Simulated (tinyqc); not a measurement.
Leakage through a gate insulator: direct, Fowler-Nordheim, trap-assisted and Poole-Frenkel currents: one step, computed by the program tinyqc. Command: `OMP_NUM_THREADS=1 python tinyqc.py 3000326 3000327 out.jsonl oxideleak walk`. One thread of a shared host (Intel(R) Xeon(R) Processor @ 2.30GHz), about 0.01 s of CPU time with the checks.

Electrons enter from the cathode Fermi level at x = 0; the conduction band of the insulator lies phi_b - e F x above it, F = V/t. WKB exponents use a parabolic band with mass m.

Task: One trap at several depths. For a level a distance phi(x) below the band, the WKB exponent is 2 int kappa dx with kappa = sqrt(m phi/(hbar^2/2m_0)); for a linear barrier from phi_1 down to phi_2 = max(phi_1 - e F d, 0) it is G = (4/3) sqrt(m/(hbar^2/2m_0)) (phi_1^(3/2) - phi_2^(3/2))/(e F). A trap at depth x lies phi_t below the band. Capture: tunnel at the cathode Fermi level from 0 to x (G_in from phi_1 = phi_b), rate nu_0 exp(-G_in - E_c/k_B T) with E_c = E_a + max(phi_b - phi_t - e F x, 0), the last term being the height of the trap above the cathode Fermi level. Emission: tunnel from the trap level to the anode (G_out from phi_1 = phi_t over t - x), rate nu_0 exp(-G_out - E_a/k_B T). Re-emission to the cathode follows from detailed balance, rate_back = rate_in exp(dE/k_B T) with dE = phi_b - phi_t - e F x. Each trap passes R = rate_in rate_out/(rate_in + rate_back + rate_out) electrons per second; filling from the anode is left out. Depths: t times 0.08, 0.2, 0.32, 0.44, 0.56, 0.68, 0.8 and 0.92, rounded to 0.01 nm.

Inputs (values chosen for the exercise, with an insulator like SiO2):
```
quantity                        value  unit
thickness t                       1.7    nm
barrier phi_b                     3.1    eV
tunnelling mass m                0.41   m_0
voltage across the insulator V   0.81     V
trap depth phi_t                  1.7    eV
attempt rate nu_0               6e+13   1/s
activation of capture E_a        0.12    eV
temperature T                     200     K
```

Constants: k_B = 8.617333262e-05 eV/K; hbar^2/(2 m_0) = 3.80998212 eV angstrom^2.

Give: Rates.

Result:

Rates:
```
x (nm)   G_in  G_out  E_c (eV)  rate in (1/s)  rate back (1/s)  rate out (1/s)    R (1/s)
0.14     1.61  11.76     1.453      2.872e-24        1.137e+10       4.449e+05  1.124e-28
0.34     3.88  10.44     1.358      7.496e-23        1.178e+09       1.657e+06  1.053e-25
0.54     6.11   9.07     1.263      2.029e-21        1.265e+08       6.559e+06  9.999e-23
0.75     8.41   7.56     1.163      6.742e-20        1.266e+07       2.962e+07  4.723e-20
0.95    10.56   6.07     1.067      1.970e-18        1.468e+06       1.318e+08  1.949e-18
1.16    12.78   4.44     0.967      7.106e-17        1.594e+05       6.700e+08  7.104e-17
1.36    14.86   2.84     0.872      2.249e-15        2.002e+04       3.325e+09  2.249e-15
1.56    16.89   1.19     0.777      7.407e-14        2.618e+03       1.735e+10  7.407e-14
```

The most effective of these traps sits at 1.56 nm, 92 % of the way; where rate back exceeds rate out, re-emission drains the trap, and elsewhere the slower forward step limits R.
